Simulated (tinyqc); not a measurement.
Harmonic frequencies on the UHF/sto-3g surface (energies and gradients from PySCF), for H2+, spin multiplicity 2, step by step. Computed by tinyqc, a small Python program that keeps every step (integrals from PySCF). Settings: charge = 1, multiplicity = 2, basis = sto-3g, delta = 0.01. Command: `OMP_NUM_THREADS=1 python tinyqc.py 20312 20313 out.jsonl` (the two numbers bound the seeds that draw the settings). One thread of a shared host (Intel(R) Xeon(R) Processor @ 2.60GHz), about 0.2 s of CPU time with the checks.

## One row of the Hessian: 2Hz

optimised positions (bohr):
```
         x       y        z
1H  0.0000  0.0000  -0.2831
2H  0.0000  0.0000   1.7211
```

gradient at +delta (hartree/bohr):
```
           x         y          z
1H  0.000000  0.000000  -0.001419
2H  0.000000  0.000000   0.001419
```

gradient at -delta (hartree/bohr):
```
           x         y          z
1H  0.000000  0.000000   0.001455
2H  0.000000  0.000000  -0.001455
```

Displace 2Hz by +/-0.01 bohr; H(k, :) = (g(+) - g(-)) / (2 delta).

row of the Hessian (hartree/bohr^2): 1Hx 0.000000, 1Hy 0.000000, 1Hz -0.143668, 2Hx 0.000000, 2Hy 0.000000, 2Hz 0.143668

## Hessian by finite differences

All rows are made in the same way, and the matrix is symmetrised.

Hessian (symmetrised) (hartree/bohr^2), lower triangle:
```
           1Hx        1Hy        1Hz       2Hx       2Hy       2Hz
1Hx   0.000001
1Hy   0.000000   0.000001
1Hz   0.000000   0.000000   0.143668
2Hx  -0.000001   0.000000   0.000000  0.000001
2Hy   0.000000  -0.000001   0.000000  0.000000  0.000001
2Hz   0.000000   0.000000  -0.143668  0.000000  0.000000  0.143668
```

## Normal modes

masses (u): 1H 1.0078, 2H 1.0078

Diagonalise H_ij / sqrt(m_i m_j); the 5 smallest eigenvalues belong to translations and rotations; wavenumber = sqrt(eigenvalue / 1822.888) x 219474.63; each mode has its largest component positive (the first on a tie); zero-point energy = sum of wavenumbers / 2, with 349.755 1/cm per kcal/mol.

eigenvalues of the mass-weighted Hessian (hartree/(bohr^2 u)): 0.0000  0.0000  0.0000  0.0000  0.0000  0.2851

harmonic wavenumbers of the vibrations (1/cm): 2744.8

mass-weighted modes:
```
      mode 1
1Hx   0.0000
1Hy   0.0000
1Hz   0.7071
2Hx   0.0000
2Hy   0.0000
2Hz  -0.7071
```

zero-point energy = 3.9239 kcal/mol
